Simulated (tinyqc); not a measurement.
# Sharing a fixed EOT between the layers

Without charge in the stack, a voltage of 1 V over an EOT of 1.7 nm gives F1 = (V/EOT)(3.9/e1) and F2 = F1 e1/e2; t2 = e2 (EOT/3.9 - t1/e1).

Values chosen for this exercise:
- e1 = 7.31 (relative permittivity of layer 1)
- e2 = 21.1 (relative permittivity of layer 2)

Results:
```
t1 (nm),t2 (nm),physical thickness (nm),drop over layer 1 (V),drop over layer 2 (V)
0,9.1974,9.1974,0,1.0000
0.39,8.0717,8.4617,0.12239,0.87761
0.77,6.9749,7.7449,0.24165,0.75835
1.16,5.8491,7.0091,0.36405,0.63595
1.93,3.6266,5.5566,0.60570,0.39430
2.32,2.5009,4.8209,0.72809,0.27191
2.71,1.3751,4.0851,0.85049,0.14951
```

Estimate the missing row, t1 = 1.55 nm.

Computed row:
```
t1 (nm),t2 (nm),physical thickness (nm),drop over layer 1 (V),drop over layer 2 (V)
1.55,4.7234,6.2734,0.48644,0.51356
```

With this row back in the table: Each 0.1 nm of layer 1 costs 0.289 nm of layer 2, so the physical thickness falls from 9.20 to 4.09 nm. The fields do not change, 3.14 MV/cm in layer 1 and 1.09 MV/cm in layer 2, and layer 1 takes half of the voltage at t1 = 1.59 nm.

tinyqc, about 0.01 s, one thread, Intel Xeon 2.30GHz (shared host): `OMP_NUM_THREADS=1 python tinyqc.py 2010009 2010010 out.jsonl`
